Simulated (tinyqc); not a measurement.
Optical transitions of a finite quantum well: sweeps and comparisons. A value that a table varies takes the place of the one given here.

Each carrier sees a square well of width L with its own depth V and masses m (inside), mb (outside); c = hbar^2/2m0, k = sqrt(m E/c), kappa = sqrt(mb (V - E)/c), and level n solves k L + 2 atan[(k/m)/(kappa/mb)] = n pi. The envelope is cos(kz) for odd n and sin(kz) for even n inside, joins exp(-kappa (|z| - L/2)) outside, and is normalised to 1. Excitons and band mixing are left out.

Constants: hbar^2/2m0 = 3.80998211 eV angstrom^2; e^2/(4 pi eps0) = 14.39964547 eV angstrom; hc = 1239.841984 eV nm.

Parameters, chosen for this exercise (near those of an InGaAs well in InP; shifted at random, so the results belong to these values and not to a real crystal):
- L = 124 angstrom (well width)
- Vc = 0.255 eV (conduction offset)
- me = 0.0405 m0 (electron, well)
- meb = 0.0805 m0 (electron, barrier)
- eps = 11 (background dielectric constant)
- Nss = (0.055, 0.14, 0.28, 0.55, 0.83, 1.1, 1.7) x 1e12/cm^2 (sheet densities)
- Eg = 0.81 eV (gap of the well)
- Vv = 0.351 eV (valence offset)
- mh = 0.363 m0 (heavy hole along z, well)
- mhb = 0.529 m0 (heavy hole, barrier)
- ml = 0.0537 m0 (light hole along z, well)
- mlb = 0.1185 m0 (light hole, barrier)
- Ls = (38, 55, 67, 76, 114, 136, 210) angstrom (widths)

## Depolarisation shift

The collective line lies at E12 sqrt(1 + a), a = 8 pi q (n1 - n2) S/(eps E12), q = e^2/(4 pi eps0), S = integral over z of (integral up to z of psi_1 psi_2)^2. Zero temperature with the mass me in both subbands: n1 - n2 = Ns until Ns reaches D E12, D = me/(2 pi c), and D E12 beyond. 1e12/cm^2 = 1e-4/angstrom^2; exchange and the static band bending by the charge are left out.

Line position:

| Ns (1e12/cm^2) | n1 - n2 | a | line (meV) | shift (meV) |
|---|---|---|---|---|
| 0.055 | 0.055 | 0.0196 | 91.44 | 0.88 |
| 0.14 | 0.140 | 0.0499 | 92.79 | 2.23 |
| 0.28 | 0.280 | 0.0998 | 94.97 | 4.41 |
| 0.55 | 0.550 | 0.1960 | 99.04 | 8.48 |
| 0.83 | 0.830 | 0.2958 | 103.09 | 12.53 |
| 1.1 | 1.100 | 0.3921 | 106.85 | 16.29 |
| 1.7 | 1.532 | 0.5461 | 112.60 | 22.04 |

S = 9.811 angstrom
E12 = 90.56 meV

What can be read from the table?

The upward shift grows from 0.88 to 22.04 meV, 24.3 % of E12 at most. It stops moving once e2 starts to fill, at Ns = 1.53 e12/cm^2. For small a the shift is a E12/2, linear in Ns; in the last row that rule gives 24.73 meV. S/L = 0.0791, against 5/(9 pi^2) = 0.0563 for hard walls.

## Width of the well

Edge wavelength hc/(Eg + e1 + hh1), squared e1-hh1 overlap, lh1 - hh1, and the 1-2 intersubband energy with f_12 = (m1/c) E12 z_12^2, 1/m1 = <1|1/m|1> (dash: e2 unbound).

Results:

| L (angstrom) | edge (nm) | overlap^2 | lh1 - hh1 (meV) | E12 (meV) | f_12 |
|---|---|---|---|---|---|
| 38 | 1285.6 | 0.8254 | 75.9 | - | - |
| 55 | 1357.9 | 0.8799 | 54.5 | - | - |
| 67 | 1391.3 | 0.9027 | 44.1 | 180.3 | 0.742 |
| 76 | 1410.3 | 0.9154 | 38.1 | 164.9 | 0.923 |
| 114 | 1459.3 | 0.9477 | 22.6 | 101.9 | 0.973 |
| 136 | 1475.0 | 0.9583 | 17.5 | 79.3 | 0.969 |
| 210 | 1502.1 | 0.9774 | 9.0 | 40.5 | 0.963 |

What does this show?

The edge tunes from 1286 to 1502 nm, towards hc/Eg = 1531 nm, while the overlap goes from 0.825 to 0.977. e2 binds at L = pi sqrt(c/(me Vc)) = 60.3 angstrom; f_12 starts from zero there and is 0.742 at 67 angstrom, the rest going to the continuum; among the widths listed it peaks at 0.973 (114 angstrom) and is 0.963 in the widest well, against 0.961 for hard walls.

## What each parameter does

Edge wavelength hc/(Eg + e1 + hh1), squared overlap of e1 and hh1, and the confinement energies. Each row changes one parameter from the base and keeps the others.

Results:

| case | edge (nm) | overlap^2 | e1 (meV) | hh1 (meV) |
|---|---|---|---|---|
| base | 1467.2 | 0.9530 | 29.6 | 5.5 |
| L = 112 angstrom | 1457.5 | 0.9465 | 34.0 | 6.6 |
| Eg = 0.826 eV | 1439.9 | 0.9530 | 29.6 | 5.5 |
| Vc = 0.293 eV | 1465.1 | 0.9596 | 30.8 | 5.5 |
| Vv = 0.421 eV | 1467.0 | 0.9496 | 29.6 | 5.6 |
| me = 0.0446 m0 | 1469.4 | 0.9590 | 28.3 | 5.5 |
| mh = 0.417 m0 | 1468.2 | 0.9488 | 29.6 | 4.9 |
| meb = 0.0966 m0 | 1469.6 | 0.9504 | 28.2 | 5.5 |

What can be read from the table?

The largest shifts from the base row, up to three for each result and ties (the steps differ in size, so this ranks the rows, not the parameters). edge (nm): Eg -27.3, L -9.7, meb +2.4. overlap^2: Vc +0.0065, L -0.0065, me +0.0060; unchanged at the printed digits by Eg. e1 (meV): L +4.5, meb -1.4, me -1.3; unchanged at the printed digits by Eg, Vv and mh. hh1 (meV): L +1.1, mh -0.6, Vv +0.1; unchanged at the printed digits by Eg, Vc, me and meb.

tinyqc: `OMP_NUM_THREADS=1 python tinyqc.py 1252568 1252569 out.jsonl`; about 0.06 s, one thread, shared Intel(R) Xeon(R) Processor @ 2.30GHz.
